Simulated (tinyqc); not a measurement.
# Changing the layer thickness h

Model: elastic strain and critical thickness of a cubic alloy layer A(1-x)B(x) on a thick substrate. Computed by tinyqc, a small Python program. Command: `OMP_NUM_THREADS=1 python tinyqc.py 3031887 3031888 out.jsonl misfit sweep`. One thread of a shared host (Intel(R) Xeon(R) Processor @ 2.30GHz), about 0.02 s of CPU time with the checks.

Strain is positive in tension. The layer is coherent with the substrate unless said otherwise.

Inputs (values chosen for the exercise, modelled on GaAs(1-x)Sb(x) on GaAs): fraction x of B = 0.11; lattice constant a_A = 5.653 angstrom; lattice constant a_B = 6.096 angstrom; substrate lattice constant a_S = 5.653 angstrom; start of the iteration h0/b = 1000.

Growth plane: (001). Layer: uncapped. Misfit dislocation: edge.

C11, C12, C44 of A (GPa): [119.4, 53.54, 59.9]

C11, C12, C44 of B (GPa): [87.82, 40.98, 43.16]

Method:
- a = (1 - x) a_A + x a_B, the same rule for each C_ij; misfit f = (a_S - a)/a, the in-plane strain of the coherent layer.
- (001): D = 2 C12/C11, M = C11 + C12 - 2 C12^2/C11. The free surface carries no normal stress, so e_perp = -D f; dV/V = 2 f + e_perp; stress = M f; energy per area = M f^2 h (1 GPa nm = 1 J/m^2).
- Voigt averages: G = (C11 - C12 + 3 C44)/5, B = (C11 + 2 C12)/3, nu = (3 B - 2 G)/(2 (3 B + G)); b = a/sqrt(2). Edge dislocation with b in the interface: cos alpha = 0, cos lambda = 1.
- Matthews-Blakeslee: h_c = A [ln(h_c/b) + 1], A = b (1 - nu cos^2 alpha)/(8 pi |f| (1 + nu) cos lambda), the factor 8 pi being that of an uncapped layer.
- Start at h0, put the right side back in, and stop when the change is below 1e-9 h or h turns negative.
- For h > h_c the same force balance gives the strain left, |e| = |f| A [ln(h/b) + 1]/h, and below h_c e = f; relaxation = 1 - e/f; dislocations per length across each line direction = (|f| - |e|)/(b cos lambda).

One run for each value; columns: (1) layer thickness h (nm); (2) strain left e; (3) relaxation (%); (4) dislocation line density (1/micrometre); (5) strain energy per area (J/m^2):
```
(1)         (2)    (3)    (4)        (5)
2     -0.008547   0.00   0.00  1.770e-02
4.3   -0.008547   0.00   0.00  3.805e-02
9.3   -0.005787  32.29   6.84  8.230e-02
20    -0.003189  62.69  13.29  1.770e-01
43    -0.001715  79.94  16.94  3.805e-01
93    -0.000901  89.46  18.96  8.230e-01
200   -0.000469  94.52  20.04  1.770e+00
430   -0.000241  97.18  20.60  3.805e+00
930   -0.000122  98.57  20.89  8.230e+00
2000  -0.000062  99.28  21.04  1.770e+01
```

What does the table show, and why?

Over the rows, strain left e rises from -0.00855 to -6.18e-5, flat over part of the range; relaxation (%) rises from 0 to 99.3, flat over part of the range; dislocation line density (1/micrometre) rises from 0 to 21.0, flat over part of the range. The exponent of strain energy per area stays at 1: the energy density is uniform. Relaxation sets in between 4.30 and 9.30 nm, and reaches 99.3 % at the largest thickness. The energy column is that of the coherent layer. Real layers relax later, as dislocations must nucleate and glide.

Caution (all rows): an edge dislocation with b in the interface cannot reach it by glide, so the force balance is formal for it.

Extremes, crossings and ranges named in words are read from the listed rows.
